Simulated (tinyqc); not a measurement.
From results back to parameters: Penn model of the dielectric constant and Phillips ionicity. Two cases, with inputs chosen for the exercise.

Problem. eps was computed from a and a hidden C.

n = 32/a^3; Ep^2 = 8 pi c e2 n with c = hbar^2/2m0, e2 = e^2/(4 pi eps0); EF = c (3 pi^2 n)^(2/3); eps = 1 + (Ep/Eg)^2 S with S = 1 - Eg/(4 EF) + (Eg/(4 EF))^2/3, Eg the Penn gap. Core d shells are left out.

Phillips: bond length d = sqrt(3) a/4; homopolar gap Eh = 39.74 d^(-2.48) eV (d in angstrom); Eg^2 = Eh^2 + C^2; ionicity fi = C^2/Eg^2.

Constants: hbar^2/2m0 = 3.80998211 eV angstrom^2; e^2/(4 pi eps0) = 14.39964547 eV angstrom.

Find: Eg; Eh; C; fi.

Method. eps falls steadily with Eg, so one Eg fits; C^2 = Eg^2 - Eh^2.

Case 1.

Values chosen (out of a larger set: near those of SiC; not measured data): a = 4.367 angstrom (cubic lattice constant, 32 valence electrons a cell).

eps = 6.91469

Solution.

Eg = 8.922 eV
Eh = 8.186 eV
C = 3.55 eV
fi = 0.158

Case 2.

Values chosen (out of a larger set: near those of ZnSe; not measured data): a = 5.67 angstrom (cubic lattice constant, 32 valence electrons a cell).

eps = 5.27029

Solution.

Eg = 6.963 eV
Eh = 4.284 eV
C = 5.49 eV
fi = 0.622

Computed by tinyqc, one run a case: `OMP_NUM_THREADS=1 python tinyqc.py N N+1 out.jsonl` with N = 1650007, 1650106; one thread of a shared Intel(R) Xeon(R) Processor @ 2.30GHz, about 0.01 s a run at most.
